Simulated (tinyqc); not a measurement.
## Cell and bit-line capacitance from two signals

Inverse problem. In a DRAM a freshly written one gives the bit-line signal (Vd/2) Cs/(Cs + Cb). Find Cs and Cb.

Inputs (values chosen for the exercise): array voltage Vd = 1.2 V.

signal of a fresh one without and with 10 fF added to the bit line (mV): [224, 197.64706]

Answer. (Vd/2)/signal = 1 + Cb/Cs, and the added capacitance raises it by its ratio to Cs.

Cs = 28.00 fF
Cb = 47.00 fF

tinyqc, about 0.01 s, one thread, Intel Xeon 2.30GHz (shared host): `OMP_NUM_THREADS=1 python tinyqc.py 2130096 2130097 out.jsonl`
